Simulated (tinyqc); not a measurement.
# Changing the overall fraction x0

Model: regular and subregular solution with a miscibility gap. Computed by tinyqc, a small Python program. Command: `OMP_NUM_THREADS=1 python tinyqc.py 3015659 3015660 out.jsonl regsol sweep`. One thread of a shared host (Intel(R) Xeon(R) Processor @ 2.30GHz), about 0.01 s of CPU time with the checks.

Per mole of mixing sites: G(x) = x (1 - x) [L0 + L1 (1 - 2x)] + R T [x ln x + (1 - x) ln(1 - x)], x the fraction of B.

Inputs (values chosen for the exercise, for a model semiconductor alloy):
```
quantity,value,unit
lattice constant a_A,5.869,angstrom
lattice constant a_B,6.058,angstrom
constant K,47700,kJ angstrom^2.5/mol
asymmetry L1,0,kJ/mol
temperature T,100,K
start value s0,0.02,-
```

Source of L0: delta-lattice-parameter rule.

Constants: R = 8.314462618 J/(mol K).

Method:
- A bonding enthalpy -K a^(-2.5) with a linear in x gives L0 = 4.375 K (a_A - a_B)^2/abar^4.5, abar the mean lattice constant; eta = (a_B - a_A)/abar.
- G' = L0 (1 - 2x) + L1 (1 - 6x + 6x^2) + R T ln[x/(1 - x)]; G'' = -2 L0 - 6 L1 (1 - 2x) + R T/[x (1 - x)].
- Common tangent: F1 = G'(x1) - G'(x2) = 0 and F2 = [G - x G'](x1) - [G - x G'](x2) = 0. Newton step: J = [[G''(x1), -G''(x2)], [-x1 G''(x1), x2 G''(x2)]], J dx = -F; a step that would leave 0 < x < 1 is halved until it stays inside. The start is x1 = s0, x2 = 1 - s0.
- Stop when the step is below 1e-12, or when x1 and x2 meet within 1e-5; residuals under 1e-7 are shown as 0.
- Inside the gap the B-rich phase has the fraction f = (x0 - x1)/(x2 - x1), and the gain is (1 - f) G(x1) + f G(x2) - G(x0); outside it one phase remains.

One run for each value:
```
overall fraction x0,fraction f of the B-rich phase,free energy of decomposition (J/mol)
0.05,0.000,0.00
0.15,0.083,-10.42
0.25,0.202,-39.14
0.35,0.321,-64.92
0.45,0.440,-79.36
0.55,0.560,-79.36
0.65,0.679,-64.92
0.75,0.798,-39.14
0.85,0.917,-10.42
0.95,1.000,0.00
```

Describe the trends.

Over the rows, fraction f of the B-rich phase rises from 0 to 1.00; free energy of decomposition (J/mol) goes from 0 through a minimum among these rows, -79.4 at 0.450, to 0.

Extremes, crossings and ranges named in words are read from the listed rows.
